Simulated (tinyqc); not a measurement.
On-chip interconnect, size-dependent resistivity and RC delay: two steps of the calculation.

A rectangular line between two neighbours and two ground planes. Surface and grain-boundary scattering are added to the bulk resistivity as corrections; capacitances are parallel-plate values without fringing; inductance is ignored.

Inputs (values chosen for the exercise); metal values close to those of copper:
```
symbol  value  unit            meaning
Lw         23    um        line length
Rd       3300   ohm  driver resistance
Cl       0.18    fF   load capacitance
dt        6.5    ps          time step
```

Problem 1. Ladder and Elmore delays. 7 equal pi sections: series Rs = r Lw/7; node capacitances c Lw/7, halved at nodes 0 and 7, with Cl added to node 7; Rd feeds node 0. Elmore delay of node k: the sum, over the resistors on the path to k, of resistance times all capacitance downstream of it.

r = 84.573099 ohm/um
c = 0.24645174 fF/um

Wanted: Rs; C; Elmore delay.

Solution 1.

Rs = 277.9 ohm
C, node 0 to 7 (fF): [0.4049, 0.8098, 0.8098, 0.8098, 0.8098, 0.8098, 0.8098, 0.5849]
Elmore delay, node 0 to 7 (ps): [19.30, 20.81, 22.10, 23.16, 24.00, 24.61, 25.00, 25.16]

The far-end value equals Rd (c Lw + Cl) + r Lw (c Lw/2 + Cl) for any number of pi sections; the line resistance contributes 23.3 % of it.

Problem 2. Node voltages after a time step. A 1 V step is applied behind Rd at t = 0. C dv/dt = -G v + b, with G the conductance matrix of the ladder (1/Rs between neighbours, 1/Rd added at node 0) and b = (1 V/Rd, 0, ...). Trapezoidal step: (C/dt + G/2) v(new) = (C/dt - G/2) v + b.

Rs = 277.88304 ohm
C, node 0 to 7 (fF): [0.40488500, 0.80977000, 0.80977000, 0.80977000, 0.80977000, 0.80977000, 0.80977000, 0.58488500]
v at t = 0, node 0 to 7 (V): [0, 0, 0, 0, 0, 0, 0, 0]

Find: v at t = 1 dt.

Solution 2.

v at t = 1 dt, node 0 to 7 (V): [0.49846, 0.38928, 0.30704, 0.24607, 0.20214, 0.17220, 0.15418, 0.14683]

Range of the model: The metal width is under the mean free path, where the thick-limit surface term and the simple sum of corrections lose accuracy.

Computed by the program tinyqc: `OMP_NUM_THREADS=1 python tinyqc.py 2100173 2100174 out.jsonl`, one thread of a shared Intel Xeon 2.30GHz, about 0.01 s for the whole run.
